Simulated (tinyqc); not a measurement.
Minimum-mode following (dimer method) and harmonic rate on a two-dimensional model surface: one step, computed by the program tinyqc. Command: `OMP_NUM_THREADS=1 python tinyqc.py 3008865 3008866 out.jsonl dimer walk`. One thread of a shared host (Intel(R) Xeon(R) Processor @ 2.30GHz), about 0.01 s of CPU time with the checks.

V(x, y) = h u^2 + t x + (kappa/2)(y + c u)^2 with u = x^2/w^2 - 1; the path runs from the minimum near (-w, 0) to that near (w, 0).

Task: Stationary points. Newton steps x(new) = x - H^-1 grad V (moves limited to 0.3 angstrom) from (-w, 0), (w, 0) and (0, c) give the two minima and the saddle.

Inputs (values chosen for the exercise, for a model surface): height h = 0.82 eV; half width w = 1.5 angstrom; transverse stiffness kappa = 3.2 eV/angstrom^2; curvature c = 0.72 angstrom; tilt t = 0.098 eV/angstrom.

Surface: curved double well.

Give: positions; energies; barrier from the start.

Result:

positions (angstrom), rows start, end, saddle, columns x, y:
$$\begin{pmatrix}
-1.533 & -0.032 \\
1.465 & 0.033 \\
0.067 & 0.719
\end{pmatrix}$$

energies (eV): start -0.1486, end 0.1453, saddle 0.8233

barrier from the start = 0.9719 eV
